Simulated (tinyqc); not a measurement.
UHF in the sto-3g basis, for H3, spin multiplicity 2, step by step. This run ends on a higher stationary point, not on the lowest solution. Computed by tinyqc, a small Python program that keeps every step (integrals from PySCF). Settings: charge = 0, multiplicity = 2, basis = sto-3g, energy threshold = 1e-10, iteration cap = 53, orthogonalisation = symmetric, start = core, DIIS depth = 0, damping = 0.2, method = UHF. Command: `OMP_NUM_THREADS=1 python tinyqc.py 24901 24902 out.jsonl` (the two numbers bound the seeds that draw the settings). One thread of a shared host (Intel(R) Xeon(R) Processor @ 2.60GHz), about 0.1 s of CPU time with the checks. Later iterations appear only in the table of the cycle.

## One-electron integrals

Geometry (angstrom):
```
atom,x,y,z
H,0.000000,0.000000,0.000000
H,0.000000,0.000000,1.273000
H,0.000000,1.212000,0.636000
```

Basis sto-3g: exponents (1/bohr^2) and contraction coefficients of normalised primitives:
```
element,l (shell),exponent,coefficient
H,s (1),3.425251,0.154329
H,s (1),0.623914,0.535328
H,s (1),0.168855,0.444635
```

Overlap, kinetic and nuclear-attraction integrals over the contracted functions; the nuclear repulsion is the sum of Za Zb / Rab.

nuclear repulsion = 1.18879625 hartree

overlap S, lower triangle:
```
,1H 1s,2H 1s,3H 1s
1H 1s,1.000000
2H 1s,0.351561,1.000000
3H 1s,0.308769,0.308571,1.000000
```

kinetic energy T (hartree), lower triangle:
```
,1H 1s,2H 1s,3H 1s
1H 1s,0.760032
2H 1s,0.038347,0.760032
3H 1s,0.023651,0.023590,0.760032
```

nuclear attraction V (hartree), lower triangle:
```
,1H 1s,2H 1s,3H 1s
1H 1s,-2.021878
2H 1s,-0.644512,-2.021753
3H 1s,-0.556418,-0.556022,-1.994281
```

core Hamiltonian H = T + V (hartree), lower triangle:
```
,1H 1s,2H 1s,3H 1s
1H 1s,-1.261846
2H 1s,-0.606166,-1.261721
3H 1s,-0.532767,-0.532432,-1.234249
```

## Two-electron integrals

Functions are numbered as in S; the eight-fold symmetry (ij|kl) = (ji|kl) = (kl|ij) leaves the list below.

Two-electron integrals (ij|kl) in chemists' order, unique and non-zero (hartree):
```
i,j,k,l,(ij|kl)
1,1,1,1,0.774606
2,1,1,1,0.201475
2,1,2,1,0.073955
2,2,1,1,0.398405
2,2,2,1,0.201475
2,2,2,2,0.774606
3,1,1,1,0.171977
3,1,2,1,0.054935
3,1,2,2,0.128619
3,1,3,1,0.055759
3,2,1,1,0.128565
3,2,2,1,0.054903
3,2,2,2,0.171844
3,2,3,1,0.048643
3,2,3,2,0.055682
3,3,1,1,0.374811
3,3,2,1,0.140301
3,3,2,2,0.374701
3,3,3,1,0.171977
3,3,3,2,0.171844
3,3,3,3,0.774606
```

## Orthogonalisation

S = U s U^T; symmetric (Loewdin) form X = U s^(-1/2) U^T, so that X^T S X = 1.

eigenvalues of S: 0.648439  0.705192  1.646369

X, lower triangle:
```
,1H 1s,2H 1s,3H 1s
1H 1s,1.075068
2H 1s,-0.166799,1.075012
3H 1s,-0.135020,-0.134869,1.061936
```

## Starting guess

The start is the orbitals of the core Hamiltonian; D(s) = C_occ C_occ^T for each spin.

D(alpha) at the start, lower triangle:
```
,1H 1s,2H 1s,3H 1s
1H 1s,0.429067
2H 1s,0.430657,0.432260
3H 1s,-0.263913,-0.267811,1.164123
```

D(beta) at the start, lower triangle:
```
,1H 1s,2H 1s,3H 1s
1H 1s,0.221326
2H 1s,0.221191,0.221056
3H 1s,0.191511,0.191394,0.165712
```

## Iteration 1: building the Fock matrix

J_ij = sum D_kl (ij|kl) with D = D(alpha) + D(beta), K_ij = sum D_kl (ik|jl) for each spin; F = H + J - K(s); E = tr D H + tr D J / 2 - 0.5 sum_s tr D(s) K(s) + E_nn.

Coulomb J (hartree), lower triangle:
```
,1H 1s,2H 1s,3H 1s
1H 1s,1.480628
2H 1s,0.529310,1.481246
3H 1s,0.480694,0.480432,1.650414
```

exchange K(alpha) (hartree), lower triangle:
```
,1H 1s,2H 1s,3H 1s
1H 1s,0.482570
2H 1s,0.336009,0.483894
3H 1s,0.212516,0.211808,0.808809
```

exchange K(beta) (hartree), lower triangle:
```
,1H 1s,2H 1s,3H 1s
1H 1s,0.373057
2H 1s,0.271938,0.372764
3H 1s,0.237908,0.237773,0.306180
```

F(alpha) (hartree), lower triangle:
```
,1H 1s,2H 1s,3H 1s
1H 1s,-0.263788
2H 1s,-0.412864,-0.264369
3H 1s,-0.264589,-0.263808,-0.392644
```

F(beta) (hartree), lower triangle:
```
,1H 1s,2H 1s,3H 1s
1H 1s,-0.154275
2H 1s,-0.348793,-0.153239
3H 1s,-0.289981,-0.289772,0.109984
```

total energy of this density = -1.36288196 hartree

This density is the starting one.

## Iteration 1: diagonalisation and new density

Diagonalise F' = X^T F X, C = X C', fill 2 alpha and 1 beta electrons from the bottom; D(s) = C_occ C_occ^T; the new density keeps 0.2 of the old one (damping). Each column has its largest component positive (the first on a tie).

F' = X^T F X (alpha) (hartree), lower triangle:
```
,1,2,3
1,-0.106392
2,-0.336321,-0.107345
3,-0.125763,-0.124648,-0.316002
```

orbital energies (alpha) (hartree): MO1 -0.567736, MO2 -0.191456, MO3 0.229454

coefficients C (alpha):
```
,MO1,MO2,MO3
1H 1s,0.447699,-0.478015,0.879142
2H 1s,0.447612,-0.481702,-0.877079
3H 1s,0.454862,0.978379,-0.002279
```

F' = X^T F X (beta) (hartree), lower triangle:
```
,1,2,3
1,0.015659
2,-0.284608,0.016682
3,-0.244400,-0.244218,0.271887
```

orbital energies (beta) (hartree): MO1 -0.436866, MO2 0.300779, MO3 0.440316

coefficients C (beta):
```
,MO1,MO2,MO3
1H 1s,0.518751,-0.878083,-0.402109
2H 1s,0.517553,0.878142,-0.403321
3H 1s,0.293787,0.001119,1.038180
```

D(alpha) after iteration 1, lower triangle:
```
,1H 1s,2H 1s,3H 1s
1H 1s,0.428960
2H 1s,0.430657,0.432367
3H 1s,-0.264014,-0.267711,1.164124
```

D(beta) after iteration 1, lower triangle:
```
,1H 1s,2H 1s,3H 1s
1H 1s,0.259547
2H 1s,0.259023,0.258500
3H 1s,0.160224,0.159919,0.102191
```

## Iteration 2: building the Fock matrix

As before.

Coulomb J (hartree), lower triangle:
```
,1H 1s,2H 1s,3H 1s
1H 1s,1.497685
2H 1s,0.534345,1.498105
3H 1s,0.478758,0.478476,1.618603
```

exchange K(alpha) (hartree), lower triangle:
```
,1H 1s,2H 1s,3H 1s
1H 1s,0.482471
2H 1s,0.336009,0.483992
3H 1s,0.212479,0.211845,0.808809
```

exchange K(beta) (hartree), lower triangle:
```
,1H 1s,2H 1s,3H 1s
1H 1s,0.402916
2H 1s,0.290446,0.402049
3H 1s,0.223137,0.222877,0.243295
```

F(alpha) (hartree), lower triangle:
```
,1H 1s,2H 1s,3H 1s
1H 1s,-0.246633
2H 1s,-0.407830,-0.247609
3H 1s,-0.266488,-0.265800,-0.424455
```

F(beta) (hartree), lower triangle:
```
,1H 1s,2H 1s,3H 1s
1H 1s,-0.167077
2H 1s,-0.362267,-0.165666
3H 1s,-0.277146,-0.276832,0.141060
```

total energy of this density = -1.37429076 hartree

This density is a damped mixture and is not idempotent.

## Iteration 2: diagonalisation and new density

As before.

F' = X^T F X (alpha) (hartree), lower triangle:
```
,1,2,3
1,-0.088022
2,-0.336546,-0.089390
3,-0.125817,-0.124763,-0.349958
```

orbital energies (alpha) (hartree): MO1 -0.568747, MO2 -0.206465, MO3 0.247842

coefficients C (alpha):
```
,MO1,MO2,MO3
1H 1s,0.414058,-0.507170,0.879295
2H 1s,0.414256,-0.510934,-0.876927
3H 1s,0.520027,0.945355,-0.002169
```

F' = X^T F X (beta) (hartree), lower triangle:
```
,1,2,3
1,0.002773
2,-0.298623,0.004186
3,-0.232796,-0.232535,0.298594
```

orbital energies (beta) (hartree): MO1 -0.441443, MO2 0.302103, MO3 0.444893

coefficients C (beta):
```
,MO1,MO2,MO3
1H 1s,0.532846,-0.877936,-0.383572
2H 1s,0.531168,0.878288,-0.384879
3H 1s,0.257059,0.001227,1.047878
```

D(alpha) after iteration 2, lower triangle:
```
,1H 1s,2H 1s,3H 1s
1H 1s,0.428724
2H 1s,0.430656,0.432602
3H 1s,-0.264110,-0.267614,1.164124
```

D(beta) after iteration 2, lower triangle:
```
,1H 1s,2H 1s,3H 1s
1H 1s,0.279049
2H 1s,0.278229,0.277412
3H 1s,0.141623,0.141217,0.073302
```

## Iteration 3: building the Fock matrix

As before.

Coulomb J (hartree), lower triangle:
```
,1H 1s,2H 1s,3H 1s
1H 1s,1.505933
2H 1s,0.536775,1.506322
3H 1s,0.477781,0.477497,1.603185
```

exchange K(alpha) (hartree), lower triangle:
```
,1H 1s,2H 1s,3H 1s
1H 1s,0.482284
2H 1s,0.336009,0.484179
3H 1s,0.212429,0.211896,0.808810
```

exchange K(beta) (hartree), lower triangle:
```
,1H 1s,2H 1s,3H 1s
1H 1s,0.417096
2H 1s,0.299007,0.415801
3H 1s,0.214543,0.214195,0.212100
```

F(alpha) (hartree), lower triangle:
```
,1H 1s,2H 1s,3H 1s
1H 1s,-0.238197
2H 1s,-0.405400,-0.239579
3H 1s,-0.267414,-0.266830,-0.439874
```

F(beta) (hartree), lower triangle:
```
,1H 1s,2H 1s,3H 1s
1H 1s,-0.173009
2H 1s,-0.368398,-0.171200
3H 1s,-0.269529,-0.269129,0.156836
```

total energy of this density = -1.37874952 hartree

This density is a damped mixture and is not idempotent.

## Iteration 3: diagonalisation and new density

As before.

F' = X^T F X (alpha) (hartree), lower triangle:
```
,1,2,3
1,-0.078978
2,-0.336663,-0.080771
3,-0.125859,-0.124874,-0.366397
```

orbital energies (alpha) (hartree): MO1 -0.570526, MO2 -0.212411, MO3 0.256792

coefficients C (alpha):
```
,MO1,MO2,MO3
1H 1s,0.396115,-0.520997,0.879477
2H 1s,0.396651,-0.525024,-0.876744
3H 1s,0.552271,0.926888,-0.002159
```

F' = X^T F X (beta) (hartree), lower triangle:
```
,1,2,3
1,-0.003616
2,-0.305414,-0.001780
3,-0.225959,-0.225651,0.311562
```

orbital energies (beta) (hartree): MO1 -0.443219, MO2 0.302717, MO3 0.446669

coefficients C (beta):
```
,MO1,MO2,MO3
1H 1s,0.539969,-0.877867,-0.373641
2H 1s,0.537800,0.878356,-0.375398
3H 1s,0.238022,0.001549,1.052365
```

D(alpha) after iteration 3, lower triangle:
```
,1H 1s,2H 1s,3H 1s
1H 1s,0.428420
2H 1s,0.430655,0.432906
3H 1s,-0.264137,-0.267587,1.164124
```

D(beta) after iteration 3, lower triangle:
```
,1H 1s,2H 1s,3H 1s
1H 1s,0.289063
2H 1s,0.287962,0.286865
3H 1s,0.131144,0.130650,0.059984
```

## Iteration 4: building the Fock matrix

As before.

Coulomb J (hartree), lower triangle:
```
,1H 1s,2H 1s,3H 1s
1H 1s,1.509948
2H 1s,0.537956,1.510355
3H 1s,0.477288,0.477007,1.595660
```

exchange K(alpha) (hartree), lower triangle:
```
,1H 1s,2H 1s,3H 1s
1H 1s,0.482064
2H 1s,0.336009,0.484398
3H 1s,0.212387,0.211938,0.808810
```

exchange K(beta) (hartree), lower triangle:
```
,1H 1s,2H 1s,3H 1s
1H 1s,0.423966
2H 1s,0.303016,0.422262
3H 1s,0.209771,0.209339,0.196580
```

F(alpha) (hartree), lower triangle:
```
,1H 1s,2H 1s,3H 1s
1H 1s,-0.233962
2H 1s,-0.404218,-0.235765
3H 1s,-0.267866,-0.267363,-0.447399
```

F(beta) (hartree), lower triangle:
```
,1H 1s,2H 1s,3H 1s
1H 1s,-0.175864
2H 1s,-0.371226,-0.173628
3H 1s,-0.265250,-0.264764,0.164831
```

total energy of this density = -1.38022117 hartree

This density is a damped mixture and is not idempotent.

## Iteration 4: diagonalisation and new density

As before.

F' = X^T F X (alpha) (hartree), lower triangle:
```
,1,2,3
1,-0.074432
2,-0.336724,-0.076672
3,-0.125892,-0.124945,-0.374412
```

orbital energies (alpha) (hartree): MO1 -0.571721, MO2 -0.214972, MO3 0.261176

coefficients C (alpha):
```
,MO1,MO2,MO3
1H 1s,0.386957,-0.527469,0.879696
2H 1s,0.387840,-0.531928,-0.876524
3H 1s,0.568010,0.917327,-0.002246
```

F' = X^T F X (beta) (hartree), lower triangle:
```
,1,2,3
1,-0.006868
2,-0.308727,-0.004579
3,-0.222130,-0.221779,0.317902
```

orbital energies (beta) (hartree): MO1 -0.443804, MO2 0.303005, MO3 0.447253

coefficients C (beta):
```
,MO1,MO2,MO3
1H 1s,0.543712,-0.877821,-0.368281
2H 1s,0.541021,0.878401,-0.370635
3H 1s,0.228159,0.001965,1.054547
```

D(alpha) after iteration 4, lower triangle:
```
,1H 1s,2H 1s,3H 1s
1H 1s,0.428052
2H 1s,0.430654,0.433275
3H 1s,-0.264080,-0.267642,1.164124
```

D(beta) after iteration 4, lower triangle:
```
,1H 1s,2H 1s,3H 1s
1H 1s,0.294311
2H 1s,0.292920,0.291536
3H 1s,0.125471,0.124881,0.053642
```

## Convergence

Stop when the energy changes by less than 1e-10 hartree and every element of the error matrix X^T (F D S - S D F) X (for each spin) is below 3e-06.

Course of the cycle:
```
iteration,E (hartree),change,largest element of the error matrix
1,-1.36288196,-,6.85e-02
2,-1.37429076,-1.14e-02,3.58e-02
3,-1.37874952,-4.46e-03,1.86e-02
4,-1.38022117,-1.47e-03,9.69e-03
5,-1.38067046,-4.49e-04,5.06e-03
6,-1.38080203,-1.32e-04,2.67e-03
7,-1.38083987,-3.78e-05,1.43e-03
8,-1.38085101,-1.11e-05,8.03e-04
9,-1.38085484,-3.82e-06,4.86e-04
10,-1.38085688,-2.04e-06,5.51e-04
11,-1.38085876,-1.88e-06,6.33e-04
12,-1.38086103,-2.27e-06,7.28e-04
13,-1.38086398,-2.95e-06,8.38e-04
14,-1.38086788,-3.90e-06,9.65e-04
...,...,...,...
40,-1.39217545,-1.41e-03,1.70e-02
41,-1.39351234,-1.34e-03,1.63e-02
42,-1.39471412,-1.20e-03,1.53e-02
43,-1.39574221,-1.03e-03,1.39e-02
44,-1.39658103,-8.39e-04,1.24e-02
45,-1.39723604,-6.55e-04,1.08e-02
46,-1.39772763,-4.92e-04,9.29e-03
47,-1.39808392,-3.56e-04,7.84e-03
48,-1.39833446,-2.51e-04,6.52e-03
49,-1.39850617,-1.72e-04,5.36e-03
50,-1.39862136,-1.15e-04,4.36e-03
51,-1.39869727,-7.59e-05,3.52e-03
52,-1.39874657,-4.93e-05,2.83e-03
53,-1.39877822,-3.16e-05,2.26e-03
```

PySCF UHF in the same basis, after a stability check = -1.39871438 hartree

Not converged within the cap of 53 iterations: the residual falls steadily but slowly, by a factor of about 0.84 a step. Reruns (cap 100 unless said): DIIS 8: converged in 7 to a higher stationary point; damping 0.5: not converged; level shift 0.5: not converged; atomic densities as start, DIIS 8: converged in 9 to a higher stationary point; the original settings with a cap of 400: converged in 81.
